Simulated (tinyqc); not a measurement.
# Potential step from the flux

Question. On one interval J = (q mu Vt/hx) [nb B(d) - na B(-d)], B(d) = d/(exp(d) - 1), d = (psi_b - psi_a)/Vt. Find psi_b - psi_a, and the step at which J would vanish.

Values chosen for this exercise:
- T = 300 K (temperature)
- mu = 994 cm^2/(V s) (electron mobility)
- na = 1.2e14 cm^-3 (density at the left node)
- nb = 7.1e14 cm^-3 (density at the right node)
- hx = 20 nm (node spacing)

Constants: q = 1.602176634e-19 C, kB = 1.380649e-23 J/K, Vt = kB T/q. Results are converted to the units shown.

J = 2423.2600 A/cm^2

Solution. B(d) falls and B(-d) rises with d, so J falls steadily with the step and one value matches. J = 0 needs nb/na = exp(d), the Boltzmann ratio.

psi_b - psi_a = -0.03200 V
step for J = 0 = 0.04596 V

Numbers from tinyqc (`OMP_NUM_THREADS=1 python tinyqc.py 2220008 2220009 out.jsonl`; about 0.01 s on one thread of a shared Intel Xeon 2.30GHz).
